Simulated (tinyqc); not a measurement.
What the thin-film term adds: Deal-Grove kinetics of thermal oxidation of silicon. Computed by tinyqc, a small Python program. Command: `OMP_NUM_THREADS=1 python tinyqc.py 3018522 3018523 out.jsonl oxide walk`. One thread of a shared host (Intel(R) Xeon(R) Processor @ 2.30GHz), about 0.09 s of CPU time with the checks.

Oxidant diffuses through the oxide and reacts at the interface, so that dx/dt = B/(A + 2x) for the oxide thickness x.

Inputs (values chosen for the exercise, close to those used for silicon):
```
quantity                             value    unit
prefactor B0                           771  um^2/h
activation energy E_B                 1.22      eV
prefactor (B/A)0                  6.93e+06    um/h
activation energy E_A                 2.01      eV
temperature T                         1000       C
oxidant pressure p                     0.1     atm
pressure exponent m of B/A            0.77       -
initial oxide x_i                      0.1      um
ratio c of the extra rate to B/A       1.4       -
decay length L                      0.0064      um
```

Ambient: dry oxygen. Surface: (111). Extension: thin-film term.

Constants: k_B = 8.617333262e-05 eV/K.

Method:
- B = B0 p exp(-E_B/(k_B T)), B/A = (B/A)0 p^m exp(-E_A/(k_B T)), p in atm; A = B/(B/A).
- Temperatures in kelvin are T(C) + 273.15.
- tau = (x_i^2 + A x_i)/B and x = (A/2) [sqrt(1 + 4 B (t + tau)/A^2) - 1], the root of x^2 + A x = B (t + tau).
- Thin-film (Massoud) form: dx/dt = B/(A + 2x) + c (B/A) exp(-x/L), integrated from x_i by fourth-order Runge-Kutta in 2000 steps, the i-th of length (2 i - 1) t/2000^2.

length A = 0.0878102 um

parabolic constant B = 0.00114201 um^2/h

linear constant B/A = 0.0130055 um/h

Thickness:
```
t (h)  Deal-Grove (um)  with the term (um)  difference (nm)
0.02           0.10008             0.10008       5.9241e-08
0.05           0.10020             0.10020       1.4668e-07
0.1            0.10040             0.10040       2.8868e-07
0.3            0.10119             0.10119       8.1290e-07
1              0.10391             0.10391       2.1947e-06
3              0.11145             0.11145       3.9259e-06
10             0.13534             0.13534       4.1935e-06
30             0.19055             0.19055       3.2256e-06
```

What does the comparison show, and why?

The gain reaches at most 4.19e-6 nm among these rows, at 10 h, and then shrinks, because the thicker film grows more slowly once diffusion matters. If the base rate kept its starting value B/(A + 2 x_i), the gain would level off at L ln(1 + c (1 + 2 x_i/A) exp(-x_i/L)) = 4.81e-6 nm.
